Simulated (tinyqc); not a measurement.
Inside a calculation. Method: plane-wave Kohn-Sham cycle with exchange-only LDA in a layered model solid. One step of it, computed by the program tinyqc.

Task: Iteration 2: potential. V_H(G) = 4 pi rho(G)/G^2 for G != 0 (uniform background); v_x = -(3 rho/pi)^(1/3); V = V_ext + V_H + v_x; Fourier components f(G_m) = (1/N) sum_j f(x_j) exp(-i G_m x_j).

A solid whose potential varies along x alone (atomic units):
```
parameter                      value
period a                   15.900000
cross-section of the cell  21.000000
electrons per cell                 2
grid points                       16
plane waves -n..n, n               2
k points                           3
V1 in V1 cos(2 pi x/a)     -0.250000
V2 in V2 cos(4 pi x/a)      0.110000
```

density after iteration 1 (e/bohr^3): [0.00768907, 0.00737872, 0.00660281, 0.00575047, 0.00521976, 0.00515830, 0.00540250, 0.00567178, 0.00577933, 0.00567178, 0.00540250, 0.00515830, 0.00521976, 0.00575047, 0.00660281, 0.00737872]

Give: Potentials on the grid; V(G_m), m = 0, 1, 2, ....

Result:

Potentials on the grid (hartree):
```
x        V_ext     V_H     v_x       V
0.000   -0.140   0.088  -0.194  -0.246
0.994   -0.153   0.078  -0.192  -0.267
1.988   -0.177   0.051  -0.185  -0.310
2.981   -0.173   0.017  -0.176  -0.333
3.975   -0.110  -0.015  -0.171  -0.296
4.969    0.018  -0.038  -0.170  -0.190
5.963    0.177  -0.051  -0.173  -0.047
6.956    0.309  -0.056  -0.176   0.077
7.950    0.360  -0.058  -0.177   0.125
8.944    0.309  -0.056  -0.176   0.077
9.938    0.177  -0.051  -0.173  -0.047
10.931   0.018  -0.038  -0.170  -0.190
11.925  -0.110  -0.015  -0.171  -0.296
12.919  -0.173   0.017  -0.176  -0.333
13.912  -0.177   0.051  -0.185  -0.310
14.906  -0.153   0.078  -0.192  -0.267
```

V(G_m), m = 0, 1, 2, ... (hartree): [-0.178, -0.093, 0.059, 0.000, 0.000]
